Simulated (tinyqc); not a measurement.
Changing the total flow F_t: precursor delivery by bubblers, mass-transport growth and the solid composition of a III-V alloy. Computed by tinyqc, a small Python program. Command: `OMP_NUM_THREADS=1 python tinyqc.py 3018349 3018350 out.jsonl movpe_thermo sweep`. One thread of a shared host (Intel(R) Xeon(R) Processor @ 2.30GHz), about 0.01 s of CPU time with the checks.

1 sccm = 44.615 micromol/min; 1 torr = 133.322 Pa. The sources decompose fully at the surface.

Inputs (values chosen for the exercise, modelled on trimethylgallium (source 1) and trimethylindium (source 2) for the vapour pressures): bath temperature T1 = 271 K; bath temperature T2 = 293 K; bubbler pressure p_b = 600 torr; carrier flow F1 = 11 sccm; carrier flow F2 = 120 sccm; group-V flow F_V = 100 sccm; reactor pressure p = 200 torr; growth temperature T = 940 K; diffusivity at 273 K and 760 torr = 0.39 cm^2/s; flow cross-section A = 49 cm^2; distance from the leading edge z = 12 cm; lattice constant a = 5.51 angstrom; interaction L0 of the solid = 9.23 kJ/mol; vapour fraction x_v of D among the group-V sources = 0.31; exchange energy dG_x of AC + (1/2) D2 -> AD + (1/2) C2 = 25 kJ/mol.

Alloy: mixing on the group-V sites.

constants a, b of source 1 (log10 torr, K): [8.082, 1703]

constants a, b of source 2 (log10 torr, K): [10.51, 3014]

Constants: k_B = 1.380649e-23 J/K; R = 8.314462618 J/(mol K).

Method:
- log10 p_v = a - b/T_bath; molar flow = F x 44.615 x p_v/(p_b - p_v) for a saturated bubbler.
- p_i = p n_i/(44615 F_t), F_t in slm; p_V = p F_V/(1000 F_t), counted per molecule supplied; V/III = 44.615 F_V/(n1 + n2); vapour fraction of source 2 = n2/(n1 + n2).
- Mean velocity u = (F_t/A)(760/p)(T/273); D = D0 (T/273)^1.75 (760/p); boundary layer delta = sqrt(pi D z/u); flux = D dp/(delta k_B T); growth rate = flux x a^3/4.
- At high V/III the group-V pressures at the surface equal those supplied, as dimers: p_D2/p_C2 = x_v/(1 - x_v). Equilibrium of the solid AC(1-x)D(x), A standing for the mix of both group-III metals: ln[x/(1 - x)] + L0 (1 - 2x)/(R T) = -dG_x/(R T) + (1/2) ln[x_v/(1 - x_v)]. Growth rate = rate per torr x (p_1 + p_2). Sensitivity dx/dx_v = [1/(2 x_v (1 - x_v))]/[1/(x (1 - x)) - 2 L0/(R T)].

One run for each value:
```
total flow F_t (slm)  growth rate (micrometre/h)  boundary layer delta (cm)  velocity u (cm/s)
2.0                                        4.375                      7.391                8.9
3.3                                        3.406                      5.754               14.7
5.4                                        2.663                      4.498               24.0
8.9                                        2.074                      3.504               39.6
15.0                                       1.598                      2.699               66.8
24.0                                       1.263                      2.134              106.8
40.0                                       0.978                      1.653              178.0
```

Over the rows, growth rate (micrometre/h) falls from 4.38 to 0.978 (exponent d ln y / d ln x about -0.50 throughout); boundary layer delta (cm) falls from 7.39 to 1.65 (exponent d ln y / d ln x about -0.50 throughout); velocity u (cm/s) rises from 8.90 to 178 (exponent d ln y / d ln x about 1.00 throughout). The exponent of growth rate stays at -0.50: dilution as 1/F_t against a thinner boundary layer.

Caution (rows 2.00, 3.30, 5.40, 8.90, 15.0, 24.0): the boundary layer is a quarter or more of the root of the cross-section, so it fills much of the channel and depletion along the flow matters.

Extremes, crossings and ranges named in words are read from the listed rows.
